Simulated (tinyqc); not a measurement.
Bound state in one dimension: Numerov shooting, finite differences, DVR, step by step. Computed by tinyqc, a small Python program that keeps every step. Settings: points = 96. Command: `OMP_NUM_THREADS=1 python tinyqc.py 22719 22720 out.jsonl` (the two numbers bound the seeds that draw the settings). One thread of a shared host (Intel(R) Xeon(R) Processor @ 2.60GHz), about 0.01 s of CPU time with the checks.

## Numerov steps at E = 0.1

One particle of mass 1 in V = 8.56 (1 - exp(-0.51 x))^2 (atomic units), psi = 0 at both ends:
```
parameter                 value
left end              -1.600000
right end                     7
intervals                    96
h                      0.089583
state sought (nodes)          3
```

k_i = 2 m (E - V_i); (1 + h^2 k_(i+1)/12) y_(i+1) = 2 (1 - 5 h^2 k_i/12) y_i - (1 + h^2 k_(i-1)/12) y_(i-1), from y_0 = 0, y_1 = 0.001.

Points along the way:
```
i          x         V          k        y
0   -1.60000  13.62085  -27.04170  0.00000
1   -1.51042  11.52710  -22.85420  0.00100
2   -1.42083   9.68996  -19.17992  0.00218
3   -1.33125   8.08372  -15.96743  0.00370
4   -1.24167   6.68507  -13.17014  0.00568
5   -1.15208   5.47288  -10.74575  0.00827
32   1.26667   1.93836   -3.67673  0.33690
33   1.35625   2.13375   -4.06751  0.38724
34   1.44583   2.32918   -4.45835  0.45029
35   1.53542   2.52387   -4.84774  0.52953
36   1.62500   2.71716   -5.23433  0.62949
37   1.71458   2.90849   -5.61697  0.75603
```

## Bisection on the node count

With more sign changes than the state has nodes (the last point included) the energy is too high, else too low; the bracket starts as 0.1 to 10.

Trials:
```
trial          E  sign changes  y at the right end   next
1      5.0500000             3           -3.28e+01  raise
2      7.5250000             5           -3.16e-02  lower
3      6.2875000             4            1.07e+00  lower
4      5.6687500             3           -2.24e+00  raise
5      5.9781250             4            1.10e+00  lower
6      5.8234375             4            1.04e-01  lower
7      5.7460938             3           -8.63e-01  raise
8      5.7847656             3           -3.33e-01  raise
9      5.8041016             3           -1.04e-01  raise
10     5.8137695             4            2.68e-03  lower
11     5.8089355             3           -4.98e-02  raise
12     5.8113525             3           -2.34e-02  raise
13     5.8125610             3           -1.03e-02  raise
14     5.8131653             3           -3.81e-03  raise
...          ...           ...                 ...    ...
28     5.8135196             3           -8.07e-08  raise
29     5.8135196             4            1.17e-07  lower
30     5.8135196             4            1.83e-08  lower
```

eigenvalue = 5.8135196 hartree

## The same grid by other methods

Three-point finite differences and the sine-DVR kinetic matrix of Colbert and Miller on the same points.

Lowest levels (hartree):
```
state  finite differences      DVR
0                 1.02280  1.02380
1                 2.87422  2.87821
2                 4.46763  4.47567
3                 5.80210  5.81357
4                 6.87562  6.88870
5                 7.70689  7.72040
```
